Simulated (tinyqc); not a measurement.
Frequency dispersion of an accumulation capacitance by border traps, distributed model: effect of the semiconductor capacitance in accumulation.

Traps spread evenly through the insulator exchange electrons with the semiconductor by tunnelling, with tau(x) = t0 exp(2 ka x) at depth x from the interface. The admittance per area Y seen at depth x obeys dY/dx = -Y^2/(i w eps0 eox) + q Nb ln(1 + i w tau)/tau, with Y(0) = i w Cs and w = 2 pi f; the gate sees Y(tox) = G + i w C. Working variable y = Y/(i w), in uF/cm^2. Cox = eps0 eox/tox.

Cox; trap-free value 1/(1/Cox + 1/Cs); response depth d = ln(1/(w t0))/(2 ka), where w tau = 1; lumped estimate: all traps within d act as C_bt = q Nb d placed at d/2, so C = 1/{1/[1/(1/Cs + d/(2 eps0 eox)) + C_bt] + (tox - d/2)/(eps0 eox)}. C and G from a fine integration; dispersion -d C/d log10 f over C, from f times and over 1.1. For a broad spread of time constants G/w is close to -(pi/2) dC/d ln w.

Values chosen for this exercise; permittivity close to that of zirconium oxide: relative permittivity of the insulator eox = 23; insulator thickness tox = 11 nm; density of border traps Nb = 8.9e19 cm^-3 eV^-1; decay constant of the wave function in the insulator ka = 6.3 1/nm; time constant of a trap at the interface t0 = 2e-10 s; frequency f = 1e6 Hz.

Constants: q = 1.602176634e-19 C, eps0 = 8.8541878128e-14 F/cm where lengths are in cm. Results are converted to the units shown.

The same in every row: d (nm) = 0.5301.

Effect of the semiconductor capacitance in accumulation:

| Cs (uF/cm^2) | C (uF/cm^2) | G/w (uF/cm^2) | dispersion (% a decade) | -(pi/2) dC/d ln w (uF/cm^2) | lumped C (uF/cm^2) | trap-free C (uF/cm^2) |
|---|---|---|---|---|---|---|
| 0.2 | 0.6907 | 0.07487 | 15.79 | 0.07439 | 0.6354 | 0.1805 |
| 0.39 | 0.7625 | 0.06662 | 12.74 | 0.06625 | 0.7136 | 0.3221 |
| 0.75 | 0.8768 | 0.05448 | 9.070 | 0.05425 | 0.8372 | 0.5338 |
| 1.4 | 1.032 | 0.03994 | 5.658 | 0.03984 | 1.004 | 0.7972 |
| 2.8 | 1.242 | 0.02393 | 2.822 | 0.02391 | 1.225 | 1.114 |
| 5.4 | 1.438 | 0.01262 | 1.287 | 0.01263 | 1.430 | 1.379 |
| 10 | 1.589 | 0.006411 | 0.5915 | 0.006410 | 1.584 | 1.562 |
| 20 | 1.705 | 0.003039 | 0.2608 | 0.003033 | 1.703 | 1.694 |

What does the comparison show, and why?

As Cs goes from 0.2 to 20, C rises from 0.691 to 1.70 uF/cm^2, the dispersion falls from 15.8 to 0.261 % a decade and G/w falls from 0.0749 to 0.00304 uF/cm^2. The lumped estimate is 8.0 % below C in the first row and 0.13 % below it in the last. The same traps disperse C more when Cs is small, since they then add to the weaker series term.

Numbers from tinyqc (`OMP_NUM_THREADS=1 python tinyqc.py 2202204 2202205 out.jsonl`; about 0.7 s on one thread of a shared Intel Xeon 2.30GHz).
